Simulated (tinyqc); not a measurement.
## Thermal resistances of a two-die stack

Inverse problem. Heat leaves through the lower die only, and the system is linear. Find the resistance R1 from the lower die to the coolant, R2 between the dies, and the rise of the upper die when both are powered.

Parameters, values chosen for the exercise: power of the lower die P1 = 15 W; power of the upper die P2 = 26 W.

rises of the lower and upper die with only the lower one powered (K): 7.5  7.5
rises of the lower and upper die with only the upper one powered (K): 13  18.98

Solution. With only the lower die powered no heat crosses R2, so both dies rise by P1 R1; the difference in the second test is P2 R2; rises add.

R1 = 0.5000 K/W
R2 = 0.2300 K/W
rise of the upper die = 26.48 K

Numbers from tinyqc (`OMP_NUM_THREADS=1 python tinyqc.py 2162101 2162102 out.jsonl`; about 0.09 s on one thread of a shared Intel Xeon 2.30GHz).
